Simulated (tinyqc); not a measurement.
Donor near an oxide interface in a gate field (two-state model), step by step. Values are carried at full precision from step to step, so a last printed digit may differ when a step is redone from the rounded ones.

Interface at z = 0 (hard wall), donor at z = d, field F pulling electrons to the interface: potential e F z; 1 kV/cm = 1e-5 eV/angstrom, c = hbar^2/2m0, q = e^2/(4 pi eps0), Q = (eps - eo)/(eps + eo). Donor state: E_D = e F d - ED - q Q/(4 eps d), the last term joining the images of ion and electron. Interface state: z exp(-b z/2) exp(-rho^2/(2 L^2)) with E_z = c b^2/(4 mz) + 3 e F/b + q Q b/(8 eps), minimised over b; in the plane at z = 3/b the ion (distance D = d - 3/b) and its image (D' = d + 3/b) give E_rho = c/(mt L^2) - (q/eps)(sqrt(pi)/L)[erfcx(D/L) + Q erfcx(D'/L)], erfcx(x) = exp(x^2) erfc(x), minimised over L. E_I = E_z + E_rho.

Constants: hbar^2/2m0 = 3.80998211 eV angstrom^2; e^2/(4 pi eps0) = 14.39964547 eV angstrom.

Parameters, chosen for this exercise (near those of a donor in Si below HfO2, static dielectric constants; shifted at random, so the results belong to these values and not to a real crystal): d = 100 angstrom (depth of the donor); ED = 46.4 meV (bulk binding energy); mz = 0.926 m0 (mass across the interface); mt = 0.19 m0 (mass in the plane); eps = 11.3 (dielectric constant of the semiconductor); eo = 22 (dielectric constant of the oxide); F = 51.5 kV/cm (field in the semiconductor); aD = 21 angstrom (donor radius); v = 0.4 (valley factor).

## The interface state across the interface

Solve c b/(2 mz) - 3 e F/b^2 + q Q/(8 eps) = 0; give Q, b, the three terms of E_z and <z> = 3/b.

Q = -0.3213
b = 0.09999 1/angstrom

kinetic, field and image terms (meV): 10.28  15.45  -5.12

<z> = 30.0 angstrom

The image pulls the electron towards the oxide; without it <z> would be 33.0 angstrom. The sign rests on the static constant; with the high-frequency one of such an oxide, about 4, the image would repel.

## Binding in the plane

Give D, D', the best L, both terms and E_rho.

D, D' (angstrom): 70.0  130.0

L = 90.7 angstrom

kinetic and Coulomb terms (meV): 2.44  -9.77

E_rho = -7.33 meV

The bottom of the well lies at -15.1 meV, so the level is 51 % of the way up; L/D = 1.30. Above the critical field the ionised donor would thus still hold its electron as a dot at the interface.

## Where the electron sits

The two states couple by t = t0 exp(-D/aD) with t0 = q/(eps aD) (2 aD/L) sqrt(aD b/2) v, v a valley factor; this form is an estimate. With detuning u = E_D - E_I the splitting is sqrt(u^2 + 4 t^2) and the lower state has weight (1 - u/sqrt(u^2 + 4 t^2))/2 on the donor.

Give E_D, E_I, t, the splitting and the donor weight.

E_D, E_I (meV): 6.12  13.29

t = 0.411 meV
splitting = 7.21 meV
donor weight = 0.997

The electron is on the donor; the contact hyperfine coupling scales with the donor weight. With this t, the tunnelling time pi hbar/(2t) at a crossing would be 2.52 ps (hbar = 6.58212e-16 eV s); here the detuning is 17.4 t.

## Critical field

Find F at which E_D = E_I; compare the rule e F d = ED. The crossing width is 4t/(e D), with t and D formed anew at that field.

critical field = 61.9 kV/cm
ED/(e d) = 46.4 kV/cm
width = 2.1 kV/cm

The confinement energy E_z = 23.6 meV raises the field needed and the attraction E_rho = -7.1 meV lowers it; the result is 1.33 times the simple rule.

## Checks

- E_z without images against 1.5 x 6^(2/3)/2 (c (e F)^2/mz)^(1/3), meV: both 25.50.
- E_rho from the radial equation in the full Coulomb well against the Gaussian trial function, meV: -7.4 against -7.3.

Run: tinyqc, `OMP_NUM_THREADS=1 python tinyqc.py 1251679 1251680 out.jsonl`; Intel(R) Xeon(R) Processor @ 2.30GHz, one thread, shared host; about 0.07 s of CPU time with all checks.
